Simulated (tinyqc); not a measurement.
What the corrections do to the levels: formation energy of a charged point defect from supercell energies. Computed by tinyqc, a small Python program. Command: `OMP_NUM_THREADS=1 python tinyqc.py 3011153 3011154 out.jsonl formation walk`. One thread of a shared host (Intel(R) Xeon(R) Processor @ 2.30GHz), about 0.01 s of CPU time with the checks.

The host is a compound AB. Making the defect adds n_A = -1, n_B = 0 atoms to the cell. All total energies are inputs. E_F is counted from the valence-band maximum (VBM); x = 0 is A-rich and x = 1 B-rich growth.

Inputs (values chosen for the exercise, with gap and screening modelled on AlN):

| quantity | value | unit |
|---|---|---|
| E_VBM of the host cell | 4.788 | eV |
| potential alignment dV | -0.15 | eV |
| dielectric constant eps | 8.43 | - |
| cell length L | 18.4 | angstrom |
| mu_A of the pure element | -2.944 | eV |
| formation enthalpy dH of AB | -4.62 | eV |
| growth condition x | 0.66 | - |

Defect: vacancy of A. Supercell lattice: sc.

charge states q: 1  0  -1

E(defect, q) - E(host), in the order of q (eV): 3.324  8.878  16.873

Constants: e^2/(4 pi eps_0) = 14.39964548 eV angstrom.

Method:
- dmu_A = x dH and dmu_B = (1 - x) dH, so that dmu_A + dmu_B = dH; mu = mu(element) + dmu.
- The reservoir term is sum n_i mu_i.
- Image-charge correction of a point charge in a neutralising background: E_corr = q^2 alpha e^2/(4 pi eps_0) / (2 eps L), alpha = 2.837297 for a sc array with L the cube root of the volume.
- E_f(q, E_F) = [E(defect, q) - E(host)] - sum n_i mu_i + q (E_VBM + dV + E_F) + E_corr(q).
- Levels eps(q/q-1) with the terms q dV and E_corr left out or kept.

E_f(q, 0) (eV): (q=+1) 2.10050, (q=0) 2.88480, (q=-1) 6.37350

E_corr (eV): (q=+1) 0.131699, (q=0) 0.000000, (q=-1) 0.131699

Levels above the VBM (eV):

| level | raw | with alignment | with image charge | with both |
|---|---|---|---|---|
| (+1/0) | 0.766 | 0.916 | 0.6343 | 0.7843 |
| (0/-1) | 3.207 | 3.357 | 3.3387 | 3.4887 |

What follows from these numbers?

Alignment moves every level by -dV = +0.150 eV. The image term moves eps(q/q-1) by (1 - 2q) E_corr(1): (+1/0) by -0.132, (0/-1) by +0.132 eV, donor levels down and acceptor levels up. It adds 2 E_corr(1) = 0.263 eV to every U.

Extremes, crossings and ranges named in words are read from the listed rows.
